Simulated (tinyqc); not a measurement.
Inside a calculation. Model: capacitance of parallel on-chip lines from Laplace's equation on a mesh.

Program tinyqc, `OMP_NUM_THREADS=1 python tinyqc.py 2790159 2790160 out.jsonl`; Intel Xeon 2.30GHz, shared host, one thread, about 0.8 s. Printed values are rounded.

Cross-section of an endless row of equal lines between two grounded planes; neighbours are driven in antiphase (+1 V and -1 V), so the plane midway between two lines is at 0 V. By symmetry one quarter is solved: x runs from the centre of a line (column 0, mirror) to that midplane (column 3, 0 V), y from the mid-height of the line (row 0, mirror) to the ground plane (row 3, 0 V). The line fills columns 0 to 1 and rows 0 to 1 at 1 V. Cells beside the line (below row 1) have e2, cells above have e1. Each link between nodes has the conductance g = mean permittivity of the two cells beside it (a cell beyond a mirror counts as 0), and the free nodes obey sum g (V_neighbour - V) = 0.

Inputs (values chosen for the exercise): relative permittivity above and below the lines e1 = 4.2; relative permittivity between the lines e2 = 1; over-relaxation factor om = 1.4.

Constants: eps0 = 8.8541878128e-12 F/m. Results are converted to the units shown.

## Link conductances

gx[j, i] joins node (row j, column i) to column i + 1, gy[j, i] to row j + 1.

gx:

|  | col 0 | col 1 | col 2 |
|---|---|---|---|
| row 0 | 0.5 | 0.5 | 0.5 |
| row 1 | 2.6 | 2.6 | 2.6 |
| row 2 | 4.2 | 4.2 | 4.2 |
| row 3 | 2.1 | 2.1 | 2.1 |

gy:

|  | col 0 | col 1 | col 2 | col 3 |
|---|---|---|---|---|
| row 0 | 0.5 | 1 | 1 | 0.5 |
| row 1 | 2.1 | 4.2 | 4.2 | 2.1 |
| row 2 | 2.1 | 4.2 | 4.2 | 2.1 |

## Iteration 1: relaxation sweep

V at the start (V):

|  | col 0 | col 1 | col 2 | col 3 |
|---|---|---|---|---|
| row 0 | 1 | 1 | 0 | 0 |
| row 1 | 1 | 1 | 0 | 0 |
| row 2 | 0 | 0 | 0 | 0 |
| row 3 | 0 | 0 | 0 | 0 |

One sweep visits the free nodes row by row from row 0, left to right, and replaces V by V + om (weighted mean of the neighbours - V), using new values at once.

V after sweep 1 (V):

|  | col 0 | col 1 | col 2 | col 3 |
|---|---|---|---|---|
| row 0 | 1.00000 | 1.00000 | 0.35000 | 0.00000 |
| row 1 | 1.00000 | 1.00000 | 0.39712 | 0.00000 |
| row 2 | 0.35000 | 0.47250 | 0.30437 | 0.00000 |
| row 3 | 0.00000 | 0.00000 | 0.00000 | 0.00000 |

## Iteration 2: relaxation sweep

As before.

V after sweep 2 (V):

|  | col 0 | col 1 | col 2 | col 3 |
|---|---|---|---|---|
| row 0 | 1.00000 | 1.00000 | 0.48798 | 0.00000 |
| row 1 | 1.00000 | 1.00000 | 0.42893 | 0.00000 |
| row 2 | 0.54075 | 0.45679 | 0.18825 | 0.00000 |
| row 3 | 0.00000 | 0.00000 | 0.00000 | 0.00000 |

## Course of the relaxation

Stop when no node changes by 1e-7 V. C = 4 eps0 sum g (difference of V along the link)^2, in aF/um.

Course of the iteration:

| sweep | C (aF/um) | largest change (V) |
|---|---|---|
| 1 | 208.132 | 0.472 |
| 2 | 199.255 | 0.191 |
| 3 | 196.086 | 0.0873 |
| 4 | 195.733 | 0.0448 |
| 5 | 195.640 | 0.0348 |
| 6 | 195.623 | 0.0104 |
| 7 | 195.622 | 1.52e-3 |
| 8 | 195.622 | 1.02e-3 |
| 9 | 195.622 | 3.05e-4 |
| 10 | 195.622 | 2.22e-4 |
| 11 | 195.622 | 9.43e-5 |
| 12 | 195.622 | 1.69e-5 |
| 13 | 195.622 | 1.17e-5 |
| 14 | 195.622 | 3.31e-6 |
| 15 | 195.622 | 2.68e-6 |
| 16 | 195.622 | 1.40e-6 |
| 17 | 195.622 | 2.64e-7 |
| 18 | 195.622 | 7.49e-8 |

Converged in 18 sweeps. Over the last four sweeps the change shrinks by about 0.39 a sweep. C comes down from above, since the solution minimises the energy.

## Capacitance per length

converged V (V):

|  | col 0 | col 1 | col 2 | col 3 |
|---|---|---|---|---|
| row 0 | 1.00000 | 1.00000 | 0.43553 | 0.00000 |
| row 1 | 1.00000 | 1.00000 | 0.37105 | 0.00000 |
| row 2 | 0.45658 | 0.41316 | 0.19605 | 0.00000 |
| row 3 | 0.00000 | 0.00000 | 0.00000 | 0.00000 |

C = 4 eps0 sum g (difference of V)^2 over all links (twice the energy of the four quarters, line at 1 V). Plate estimate without fringing: eps0 [2 e1 w/hd + 2 e2 t/(s/2)], w = 2 hx, t = 2 hx, s/2 = 2 hx, hd = 2 hx.

C = 195.622 aF/um
plate estimate = 92.0836 aF/um

C depends on the shape only, not on the mesh step hx. Meshes 6, 12 and 24 times finer extrapolate (Aitken) to 166.8 aF/um; this mesh is 17 % above that, and the plate estimate is 45 % below it.
